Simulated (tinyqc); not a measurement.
Thermal, flicker and telegraph noise of a field-effect transistor: one step, computed by the program tinyqc. Command: `OMP_NUM_THREADS=1 python tinyqc.py 3029542 3029543 out.jsonl noise walk`. One thread of a shared host (Intel(R) Xeon(R) Processor @ 2.30GHz), about 0.01 s of CPU time with the checks.

Strong inversion, threshold roll-off and channel-length modulation left out; noise sources are uncorrelated and are given as one-sided spectral densities.

Problem. Flicker noise. C_ox = 3.9 eps_0/t; V_c = 2 v_s L/mu; I = W C_ox v_s V_ov^2/(V_ov + V_c); g_m = W C_ox v_s V_ov (V_ov + 2 V_c)/(V_ov + V_c)^2; g_d0 = mu C_ox (W/L) V_ov. Tunnelling length lambda = hbar/(2 sqrt(2 m_ox phi)); flat-band noise S_Vfb = e^2 k_B T lambda N_t/(W L C_ox^2 f). Hooge: S_I = I^2 alpha_H/(f N), N = W L C_ox V_ov/e (the source-end density).

Inputs (values chosen for the exercise, modelled on a high-k silicon transistor):
```
quantity                        value         unit
width W                           0.6   micrometre
length L                           24           nm
electrical oxide thickness t      1.7           nm
mobility mu                       220   cm^2/(V s)
saturation velocity v_s             1     1e7 cm/s
overdrive V_ov                   0.38            V
oxide trap density N_t        5.7e+15  1/(eV cm^3)
oxide barrier phi                 2.5           eV
oxide mass m_ox                  0.43          m_0
Hooge parameter alpha_H       2.3e-05            -
frequency f                      2000           Hz
temperature T                     300            K
```

Operating region: saturation. Flicker model: Hooge.

drain current I = 294.2047 microampere

Constants: eps_0 = 8.8541878128e-12 F/m; hbar = 1.054571817e-34 J s; m_0 = 9.1093837015e-31 kg; e = 1.602176634e-19 C; k_B = 8.617333262e-05 eV/K.

Give: tunnelling length lambda; S_Vfb; flicker S_I; flicker S_I/I^2.

Solution.

tunnelling length lambda = 0.9413 angstrom

S_Vfb = 2.996e-14 V^2/Hz

flicker S_I = 1.435e-18 A^2/Hz

flicker S_I/I^2 = 1.658e-11 1/Hz
